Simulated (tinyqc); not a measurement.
Bandgap voltage reference from two bipolar transistors: output against temperature.

Two transistors of area 1 and N carry the same current I. Is(T) = Is (T/T0)^eta exp[(Vg0 q/kB)(1/T0 - 1/T)], VBE1 = Vt ln(I/Is(T)) + I rb, VBE2 = Vt ln(I/(N Is(T))) + I rb/N. The amplifier forces I R1(T) = VBE1 - VBE2 + Vos, with R(T) = R (1 + tc (T - T0)) for both resistors, and the output is Vref = VBE1 + I R2(T). Base currents and the Early effect are neglected.

Vt = kB T/q; I = (Vt ln N + Vos)/(R1(T) - rb (1 - 1/N)).

Values chosen for this exercise; values of the order met in silicon bipolar transistors: reference temperature T0 = 300 K; band-gap voltage extrapolated to 0 K Vg0 = 1.165 V; temperature exponent of the saturation current eta = 4.3; saturation current of the unit transistor at T0 Is = 1e-18 A; area ratio of the second transistor N = 24; resistor across which the difference of VBE falls, at T0 R1 = 8.8 kohm; temperature coefficient of both resistors tc = 0 ppm/K; offset of the amplifier Vos = 0 mV; series resistance of the unit transistor rb = 67 ohm; output resistor at T0 R2 = 52.29 kohm.

Constants: q = 1.602176634e-19 C, kB = 1.380649e-23 J/K. Results are converted to the units shown.

Results:
```
T (K)  I (uA)  VBE1 (V)  I R2 (V)  Vref (V)  Vref - Vref(T0) (mV)  dVref/dT (uV/K)
218     6.834    0.8999    0.3574     1.257                -7.449            138.7
233     7.304    0.8772    0.3819     1.259                -5.513            119.7
253     7.931    0.8466    0.4147     1.261                -3.356            96.31
273     8.558    0.8155    0.4475     1.263                -1.648            74.68
298     9.342    0.7761    0.4885     1.265              -0.09761            49.76
323     10.13    0.7360    0.5295     1.266                0.8561            26.85
348     10.91    0.6955    0.5705     1.266                 1.259            5.650
398     12.48    0.6128    0.6524     1.265                0.5658           -32.53
423     13.26    0.5708    0.6934     1.264               -0.4661           -49.85
```

Estimate the missing row, T = 373 K.

Computed row:
```
T (K)  I (uA)  VBE1 (V)  I R2 (V)  Vref (V)  Vref - Vref(T0) (mV)  dVref/dT (uV/K)
373     11.69    0.6544    0.6114     1.266                 1.151           -14.08
```

With this row back in the table: VBE1 falls by 1.61 mV/K on average and I R2 rises by 1.64 mV/K. The slope of Vref vanishes at T = 355 K. Between 233 and 398 K Vref spans 6.79 mV, or 32.6 ppm/K by the box method (span over the average over T, over 165 K).

tinyqc, about 0.02 s, one thread, Intel Xeon 2.30GHz (shared host): `OMP_NUM_THREADS=1 python tinyqc.py 2062029 2062030 out.jsonl`
